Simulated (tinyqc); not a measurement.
MOSFET in saturation, small-signal circuit and noise: one step of the calculation.

Bias by the inversion coefficient IC = I/Ispec (charge-based model with velocity saturation; weak inversion below 0.1, strong above 10). Common-source circuit: gm, gds, Cgs, Cgd and Cj at the inner nodes, Rg in series with the gate; quasi-static, no source or drain resistance, no gate-body capacitance, no substrate network, no induced gate noise, so fmax is an upper estimate.

Task. Current gain and unilateral power gain. |h21| = |Y21/Y11|; U = |Y21 - Y12|^2/(4 [Re Y11 Re Y22 - Re Y12 Re Y21]). Extrapolated at 20 dB a decade: f |h21| and f sqrt(U).

Parameters, values chosen for the exercise:
- f = 0.3 GHz (signal frequency)

Y with Rg (mS):

|  | 1 | 2 |
|---|---|---|
| 1 | 0.00001732179+0.01660040979i | -0.00000314698-0.00301592566i |
| 2 | 0.07707497010-0.00309635325i | 0.00070199861+0.01141859264i |

Give: |h21|; U; f |h21|; f sqrt(U).

Result.

|h21| = 4.647
U = 5831
f |h21| = 1.394 GHz
f sqrt(U) = 22.91 GHz

Computed by the program tinyqc: `OMP_NUM_THREADS=1 python tinyqc.py 2150001 2150002 out.jsonl`, one thread of a shared Intel Xeon 2.30GHz, about 0.01 s for the whole run.
